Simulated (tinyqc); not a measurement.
# Changing the interlayer mass m_b

Model: phonon transmission through an interface between two chains by Green functions. Computed by tinyqc, a small Python program. Command: `OMP_NUM_THREADS=1 python tinyqc.py 3003069 3003070 out.jsonl agf sweep`. One thread of a shared host (Intel(R) Xeon(R) Processor @ 2.30GHz), about 0.02 s of CPU time with the checks.

Two semi-infinite chains (masses m_1, m_2; springs k_1, k_2), motion along the chain. The central region holds the end atom of each chain and one interlayer atom of mass m_b, joined by springs k_b. lambda = omega^2 in eV/(angstrom^2 u); nu = 15.6333042 THz x sqrt(lambda).

Inputs (values chosen for the exercise, for two model chains):
```
quantity,value,unit
mass m_1,27.1,u
spring k_1,4.79,eV/angstrom^2
mass m_2,60.4,u
spring k_2,3.24,eV/angstrom^2
junction spring k_b,0.749,eV/angstrom^2
probe frequency / lower band top,0.4,-
temperature T,20,K
```

Atoms in the interlayer: one.

Constants: nu for 1 eV/(angstrom^2 u) = 15.6333042 THz; h x 1 THz = 4.135667696 meV; k_B = 8.617333262e-05 eV/K; k_B = 1.380649e-23 J/K; h = 6.62607015e-34 J s.

Method:
- nu_max = 15.6333042 THz x 2 sqrt(k/m); impedance Z = sqrt(k m); long-wave transmission 4 Z_1 Z_2/(Z_1 + Z_2)^2; the probe frequency is the given share of the lower band top.
- In chain i, sin(q_i a/2) = nu/nu_max,i. An outgoing wave makes the next atom move as exp(i q_i a) times the end atom, so the lead adds the self-energy Sigma_i = -k_i exp(i q_i a) to the force-constant matrix; Gamma_i = -2 Im Sigma_i = 2 k_i sin(q_i a).
- A = lambda M - K - Sigma over the central atoms, with K_ii the sum of the springs at i, K_(i,i+1) = -k_b; G = inverse of A; transmission = Gamma_1 Gamma_2 |G_(first,last)|^2.
- Landauer conductance G = k_B int tau(nu) x^2 e^x/(e^x - 1)^2 d nu, x = h nu/(k_B T), from 0 to the lower band top (240 Gauss-Legendre points in s from 0 to 1, nu = nu_top sin(pi s/2)); tau is the transmission, and its thermal mean is G over the value for tau = 1 in the same window; the quantum is g_0 = pi^2 k_B^2 T/(3 h).

One run for each value:
```
interlayer mass m_b (u),conductance G (pW/K),thermal mean of the transmission,transmission
6.8,11.99,0.6333,0.1362
10.0,12.12,0.6405,0.1592
15.0,12.36,0.6532,0.2075
22.0,12.76,0.6742,0.3155
33.0,13.47,0.7117,0.6600
49.0,14.46,0.7638,0.8663
73.0,15.50,0.8188,0.1938
110.0,16.11,0.8511,0.0454
160.0,15.86,0.8377,0.0153
240.0,14.57,0.7700,0.0054
```

What does the table show, and why?

Over the rows, conductance G (pW/K) goes from 12.0 through a maximum among these rows, 16.1 at 110, to 14.6; thermal mean of the transmission goes from 0.633 through a maximum among these rows, 0.851 at 110, to 0.770; transmission goes from 0.136 through a maximum among these rows, 0.866 at 49.0, to 0.00543. G is largest among these rows at m_b = 110 u; the geometric mean of the two masses is 40.5 u.

Extremes, crossings and ranges named in words are read from the listed rows.
